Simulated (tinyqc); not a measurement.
CMOS latch-up, two-transistor model: effect of the substrate resistance shunting the npn.

A parasitic pnp (emitter at Vdd, base shunted by Rw) and npn (emitter at ground, base shunted by Rs) feed each other: the npn collector current flows out of the pnp base node, the pnp collector current into the npn base node. Forward-active transistors with constant gains: Icn = Isn exp(Vn/Vt), Icp = Isp (exp(Vp/Vt) - 1). A current Ii is injected into the npn base node.

Node equations: Vp/Rw + Icp/bp = Icn and Vn/Rs + Icn/bn = Icp + Ii. Loop gain G = gn gp/[(1/Rw + gp/bp)(1/Rs + gn/bn)], gn = Icn/Vt, gp = (Icp + Isp)/Vt; the off state ends where G = 1, and Ii there is the trigger current. On state with both base-emitter voltages at Von: npn base current Ib = (Von/Rs + bp Von/Rw)/(bn bp - 1), holding current Ih = (bn + 1) Ib + Von/Rs, holding voltage Vh = Vsat + Von + R2 (Ib + Von/Rs).

Parameters, values chosen for the exercise; values close to those of bulk CMOS: temperature T = 300 K; current gain of the npn bn = 18; current gain of the pnp bp = 5.2; saturation current of the npn at T Isn = 4.5e-15 A; saturation current of the pnp at T Isp = 7.7e-15 A; well resistance shunting the pnp Rw = 1200 ohm; resistance from the pnp collector to the npn base R2 = 230 ohm; base-emitter voltage in the on state Von = 0.67 V; saturation voltage Vsat = 0.13 V; supply voltage Vdd = 1.2 V.

Constants: q = 1.602176634e-19 C, kB = 1.380649e-23 J/K, Vt = kB T/q. Results are converted to the units shown.

Effect of the substrate resistance shunting the npn:
```
Rs (ohm)	Vn at trigger (V)	trigger current (mA)	Ih (mA)	Vh (V)
70	0.6561	9.377	12.13	3.032
140	0.6551	4.694	6.363	1.920
260	0.6544	2.535	3.701	1.406
500	0.6538	1.328	2.211	1.119
970	0.6532	0.6944	1.428	0.9678
1900	0.6528	0.3648	1.021	0.8892
3600	0.6526	0.2026	0.8200	0.8505
7000	0.6524	0.1146	0.7111	0.8295
```

As Rs goes from 70 to 7000 ohm, the trigger current falls from 9.38 to 0.115 mA, Ih falls from 12.1 to 0.711 mA and Vh falls from 3.03 to 0.829 V. Vh exceeds the supply Vdd = 1.2 V, which then cannot sustain a latched state, in 3 of the 8 rows. The trigger current goes as Rs^(-0.96): most of it flows through the shunt.

tinyqc, about 0.04 s, one thread, Intel Xeon 2.30GHz (shared host): `OMP_NUM_THREADS=1 python tinyqc.py 2670071 2670072 out.jsonl`
